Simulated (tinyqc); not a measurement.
Random telegraph noise from one oxide trap in a small MOSFET: one step of the calculation.

An acceptor-like trap exchanges electrons with the channel. Inversion charge Q = Cox u, u = n Vt W0(exp((Vg - VT)/(n Vt))), W0 the Lambert function, n = nf, Cox = eps0 eox/tox; linear regime Id = (W/L) mu Q Vd. Relative to threshold the surface potential rises by Vt ln(u/u0) and the oxide voltage by the rest of Vg - VT, with u0 = n Vt W0(1).

Question. Lorentzian spectrum. Spectrum S(f) = 4 dI^2/{(tc + te)[(1/tc + 1/te)^2 + (2 pi f)^2]}; corner fc = (1/tc + 1/te)/(2 pi); variance dI^2 tc te/(tc + te)^2. Give S at f = 0, at fc and at 10 fc.

tc = 0.33294156 s
te = 0.45362062 s
dI = 21.376853 nA

Give: fc; S(0); S(fc); S(10 fc); rms current.

Answer.

fc = 0.8289 Hz
S(0) = 8.568e-17 A^2/Hz
S(fc) = 4.284e-17 A^2/Hz
S(10 fc) = 8.483e-19 A^2/Hz
rms current = 10.56 nA

The rms value is 0.494 of the step; it reaches its largest share, 1/2, when tc = te.

Range of the model: VT is taken as given; short-channel effects and the uneven flow of current among few electrons are left out.

Computed by the program tinyqc: `OMP_NUM_THREADS=1 python tinyqc.py 2710039 2710040 out.jsonl`, one thread of a shared Intel Xeon 2.30GHz, about 0.01 s for the whole run.
